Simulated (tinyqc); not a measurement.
Tilting alike or in alternation: buckled dimers of a reconstructed (001) surface, two dangling bonds a dimer.

In a dimer one atom moves up by z and the other down by z; the dangling bond of the up atom (more s-like) falls by gm z and that of the down atom rises by gm z. With all dimers tilted alike: H(k) = [[-gm z - 2 ta cos k, -tp - 2 tx cos k], [., gm z - 2 ta cos k]], k along the row in 1/a. Two electrons a dimer fill the lowest N of the 2N levels on the mesh k_j = (j + 1/2) pi/N. Total energy a dimer: W(z) = (2/N) sum of the filled levels + kf z^2. Repulsion between electrons is left out.

Values chosen for the exercise (of the size met on Ge(001); not measured data): tp = 0.21 eV (pi coupling inside a dimer); ta = 0.12 eV (coupling between like atoms along the row); tx = 0.06 eV (diagonal coupling along the row); gm = 1.77 eV/angstrom (shift of a dangling bond with height); kf = 5.9 eV/angstrom^2 (force constant of buckling); N = 16 (k points).

Alternation doubles the cell: sites L1, R1, L2, R2 with levels -gm z, +gm z, +gm z, -gm z, -tp inside a dimer, -2 ta cos k between L1-L2 and R1-R2, -2 tx cos k between L1-R2 and R1-L2, on k_j = (j + 1/2) pi/(2N); the lowest half of the levels is filled. Energies a dimer; gaps on these meshes.

Two patterns:
```
z (angstrom)  W alike (eV)  W alternating (eV)  difference (meV)  gap alike (eV)  gap alternating (eV)
0.05               -0.4480             -0.4811             -33.1         -0.0100                0.1552
0.10               -0.5019             -0.5443             -42.4          0.0951                0.3180
0.15               -0.5576             -0.5999             -42.2          0.2259                0.4822
0.20               -0.6002             -0.6395             -39.3          0.3713                0.6470
0.30               -0.6219             -0.6541             -32.2          0.6859                0.9769
0.40               -0.5419             -0.5684             -26.5          1.0170                1.3069
0.50               -0.3516             -0.3738             -22.2          1.3563                1.6385
```

What can be read from this table?

The lowest W listed is -0.6219 eV for like tilts and -0.6541 eV for alternation; the difference at equal z runs from -42.4 to -22.2 meV. With alternation ta joins filled up atoms to empty down atoms and gains energy in second order, about 2 ta^2/(gm z) a dimer at large z, while tx does so for like tilts; here ta = 0.12 and tx = 0.06 eV. At z = 0.3 the gap is 0.686 eV alike and 0.977 eV alternating.

(tinyqc, `OMP_NUM_THREADS=1 python tinyqc.py 1452129 1452130 out.jsonl`, Intel(R) Xeon(R) Processor @ 2.30GHz, 1 thread, shared host, about 0.02 s.)
